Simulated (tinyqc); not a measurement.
Worked calculation: FCI on RHF in the 3-21g basis, for H2, spin multiplicity 1. One step of it, computed by the program tinyqc.

Task: FCI: roots. Diagonalise (each vector has its largest component positive (the first on a tie)); all determinants have Ms = 0, so triplets appear too. The lowest singlet root is the correlation energy.

Occupation strings over the orbitals (2 doubly, a alpha, b beta, 0 empty; spin orbitals ordered 1a 1b 2a 2b ...): 2000 ab00 a0b0 a00b ba00 b0a0 b00a 0200 0ab0 0a0b 0ba0 0020 00ab 0b0a 00ba 0002

H - E(HF) between determinants (hartree), lower triangle:
```
           2000       ab00       a0b0       a00b       ba00       b0a0       b00a       0200
2000   0.000000
ab00   0.000000   0.389680
a0b0   0.000000   0.000000   1.139088
a00b   0.000000   0.057223   0.000000   1.381689
ba00   0.000000  -0.110043   0.000000   0.080077   0.389680
b0a0   0.000000   0.000000  -0.098858   0.000000   0.000000   1.139088
b00a   0.000000   0.080077   0.000000  -0.110839   0.057223   0.000000   1.381689
0200   0.110043   0.000000   0.007781   0.000000   0.000000  -0.007781   0.000000   0.870929
0ab0   0.000000   0.007781   0.000000  -0.122484   0.068984   0.000000   0.082165   0.000000
0a0b  -0.080077   0.000000  -0.122484   0.000000   0.000000   0.048155   0.000000   0.122955
0ba0   0.000000   0.068984   0.000000   0.082165   0.007781   0.000000  -0.122484   0.000000
0020   0.098858   0.000000  -0.011087   0.000000   0.000000   0.011087   0.000000   0.037279
00ab   0.000000  -0.082165   0.000000   0.039950   0.048155   0.000000  -0.127679   0.000000
0b0a   0.080077   0.000000   0.048155   0.000000   0.000000  -0.122484   0.000000  -0.122955
00ba   0.000000   0.048155   0.000000  -0.127679  -0.082165   0.000000   0.039950   0.000000
0002   0.110839   0.000000   0.127679   0.000000   0.000000  -0.127679   0.000000   0.082007

           0ab0       0a0b       0ba0      0020       00ab       0b0a      00ba      0002
0ab0   1.549297
0a0b   0.000000   1.775306
0ba0  -0.037279   0.000000   1.549297
0020   0.000000  -0.036638   0.000000  2.307532
00ab  -0.036638   0.000000  -0.071782  0.000000   2.546337
0b0a   0.000000  -0.082007   0.000000  0.036638   0.000000   1.775306
00ba  -0.071782   0.000000  -0.036638  0.000000  -0.179720   0.000000  2.546337
0002   0.000000   0.028368   0.000000  0.179720   0.000000  -0.028368  0.000000  2.826149
```

Give: lowest roots of this matrix, relative to E(HF); lowest vectors; <S^2> of these roots; weight of the ground state by excitation level 0, 1, 2, ....

Result:

lowest roots of this matrix, relative to E(HF) (hartree): -0.0302  0.2556  0.4883  0.8514  1.0319  1.1777  1.2753  1.3148

lowest vectors:
```
       root 1   root 2   root 3   root 4
2000   0.9875   0.0000   0.0000   0.1391
ab00   0.0000   0.6991   0.7046   0.0000
a0b0   0.0108   0.0000   0.0000  -0.0619
a00b   0.0000  -0.0959   0.0179   0.0000
ba00   0.0000   0.6991  -0.7046   0.0000
b0a0  -0.0108   0.0000   0.0000   0.0619
b00a   0.0000  -0.0959  -0.0179   0.0000
0200  -0.1302   0.0000   0.0000   0.9708
0ab0   0.0000  -0.0454   0.0414   0.0000
0a0b   0.0512   0.0000   0.0000  -0.1185
0ba0   0.0000  -0.0454  -0.0414   0.0000
0020  -0.0353   0.0000   0.0000  -0.0371
00ab   0.0000   0.0049   0.0390   0.0000
0b0a  -0.0512   0.0000   0.0000   0.1185
00ba   0.0000   0.0049  -0.0390   0.0000
0002  -0.0343   0.0000   0.0000  -0.0333
```

<S^2> of these roots: 0.0000  2.0000  0.0000  0.0000  2.0000  0.0000  2.0000  0.0000

weight of the ground state by excitation level 0, 1, 2, ...: 0.9752  0.0002  0.0246
